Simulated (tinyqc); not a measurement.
Bandgap voltage reference from two bipolar transistors: two steps of the calculation.

Two transistors of area 1 and N carry the same current I. Is(T) = Is (T/T0)^eta exp[(Vg0 q/kB)(1/T0 - 1/T)], VBE1 = Vt ln(I/Is(T)) + I rb, VBE2 = Vt ln(I/(N Is(T))) + I rb/N. The amplifier forces I R1(T) = VBE1 - VBE2 + Vos, with R(T) = R (1 + tc (T - T0)) for both resistors, and the output is Vref = VBE1 + I R2(T). Base currents and the Early effect are neglected.

Values chosen for this exercise; values of the order met in silicon bipolar transistors:
```
symbol    value   unit                                                   meaning
T0          300      K                                     reference temperature
Vg0         1.2      V                      band-gap voltage extrapolated to 0 K
eta           4                   temperature exponent of the saturation current
Is      5.5e-16      A           saturation current of the unit transistor at T0
N            10                              area ratio of the second transistor
R1           37   kohm  resistor across which the difference of VBE falls, at T0
tc            0  ppm/K                 temperature coefficient of both resistors
Vos           0     mV                                   offset of the amplifier
rb           19    ohm                  series resistance of the unit transistor
R2        421.4   kohm                                     output resistor at T0
T           233      K                                               temperature
```

Constants: q = 1.602176634e-19 C, kB = 1.380649e-23 J/K. Results are converted to the units shown.

Task 1. Operating point at the reference temperature. Vt = kB T/q; I = (Vt ln N + Vos)/(R1(T) - rb (1 - 1/N)). Evaluate at T = T0.

Give: Vt; I; Is(T); VBE1; I R2; Vref.

Result 1.

Vt = 0.025852 V
I = 1.6096 uA
Is(T) = 5.5000e-16 A
VBE1 = 0.56353 V
I R2 = 0.67827 V
Vref = 1.2418 V

Task 2. Operating point at another temperature. 

Find: Vt; I; Is(T); VBE1; I R2; Vref.

Result 2.

Vt = 0.020078 V
I = 1.2501 uA
Is(T) = 3.1950e-22 A
VBE1 = 0.72090 V
I R2 = 0.52679 V
Vref = 1.2477 V

From T0 to T, VBE1 changes by 157 mV and I R2 by -151 mV, which leaves 5.89 mV in Vref.

Numbers from tinyqc (`OMP_NUM_THREADS=1 python tinyqc.py 2062041 2062042 out.jsonl`; about 0.02 s on one thread of a shared Intel Xeon 2.30GHz).
